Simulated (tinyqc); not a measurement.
Cyclotron resonance of ellipsoidal valleys, Ge type: sweeps and comparisons. A value that a table varies takes the place of the one given here.

Valleys along [111], [-111], [1-11], [11-1], mass ml along the axis and mt across it. B lies in the (1-10) plane, b = (sin(theta)/sqrt2, sin(theta)/sqrt2, cos(theta)). For the angle phi between B and the axis, 1/mc^2 = cos^2(phi)/mt^2 + sin^2(phi)/(mt ml). Resonance: h nu = 2 muB B/mc, h = 2 pi hbar.

Constants: hbar = 6.58211957e-16 eV s; muB = 5.788381798e-05 eV/T.

Values chosen for the exercise (near those of Ge; not measured data): ml = 1.604 m0 (longitudinal mass); mt = 0.08 m0 (transverse mass); ths = (0, 20, 35, 50, 65, 80, 90) degrees (angles); g1 = 13.57 (Luttinger gamma1); g2 = 4.21 (gamma2); g3 = 5.65 (gamma3); theta = 37 degrees (angle of B from [001] towards [110]); nu = 9.4 GHz (microwave frequency).

## Rotating the field

mc against theta; [-111] and [1-11] stay equal in this plane.

Cyclotron masses (m0):

| theta (degrees) | [111] | [-111] | [11-1] |
|---|---|---|---|
| 0 | 0.1321 | 0.1321 | 0.1321 |
| 20 | 0.0962 | 0.1394 | 0.2352 |
| 35 | 0.0847 | 0.1562 | 0.3581 |
| 50 | 0.0803 | 0.1882 | 0.2397 |
| 65 | 0.0812 | 0.2452 | 0.1502 |
| 80 | 0.0880 | 0.3282 | 0.1109 |
| 90 | 0.0968 | 0.3582 | 0.0968 |

All valleys give one line at theta = 0, B along [001], with mc = 0.1321. The [111] valley reaches mt at 54.7 degrees, and [11-1] reaches its largest value sqrt(ml mt) = 0.3582 at 35.3 degrees, where B is perpendicular to it; the listed maximum of that branch is 0.3581. The pair [-111], [1-11] reaches the same value at 90 degrees.

## Heavy and light holes (cyclotron masses of warped hole bands)

E = c k^2 f(n) with f = g1 -/+ 2 sqrt(g2^2 + 3 (g3^2 - g2^2)(nx^2 ny^2 + ny^2 nz^2 + nz^2 nx^2)). For the orbit through k = 0 perpendicular to b = (sin(theta)/sqrt2, sin(theta)/sqrt2, cos(theta)), mc is the mean of 1/f over the directions n in that plane (180 evenly spaced angles). Quantum effects of the lowest levels are left out.

Cyclotron masses (m0):

| theta (degrees) | heavy | light |
|---|---|---|
| 0 | 0.2601 | 0.0433 |
| 20 | 0.2847 | 0.0426 |
| 35 | 0.3219 | 0.0418 |
| 50 | 0.3419 | 0.0413 |
| 65 | 0.3405 | 0.0414 |
| 80 | 0.3361 | 0.0418 |
| 90 | 0.3351 | 0.0419 |

The heavy mass varies by 31 % over the table, with its largest listed value at 50 degrees ([111] lies at 54.7) and its smallest at 0; the light mass varies by 4.7 %. The warping term enters both with the same size, but it is set against a small inverse mass in one and a large one in the other (along [111], g1 - 2 g3 = 2.27 and g1 + 2 g3 = 24.87).

## What each parameter does

Resonance fields B = h nu mc/(2 muB) of the valleys [111], [-111] and [11-1]. Each row changes one parameter from the base and keeps the others.

Results:

| case | [111] (T) | [-111] (T) | [11-1] (T) |
|---|---|---|---|
| base | 0.0281 | 0.0535 | 0.1193 |
| ml = 1.845 m0 | 0.0281 | 0.0541 | 0.1277 |
| mt = 0.088 m0 | 0.0309 | 0.0584 | 0.1252 |
| theta = 33 degrees | 0.0288 | 0.0514 | 0.1185 |
| nu = 10.34 GHz | 0.0309 | 0.0589 | 0.1312 |

The largest shifts from the base row, up to three for each result and ties (the steps differ in size, so this ranks the rows, not the parameters). [111] (T): nu +0.0028, mt +0.0028, theta +0.0007; unchanged at the printed digits by ml. [-111] (T): nu +0.0054, mt +0.0049, theta -0.0021. [11-1] (T): nu +0.0119, ml +0.0085, mt +0.0059.

(tinyqc, `OMP_NUM_THREADS=1 python tinyqc.py 1250831 1250832 out.jsonl`, Intel(R) Xeon(R) Processor @ 2.30GHz, 1 thread, shared host, about 0.01 s.)
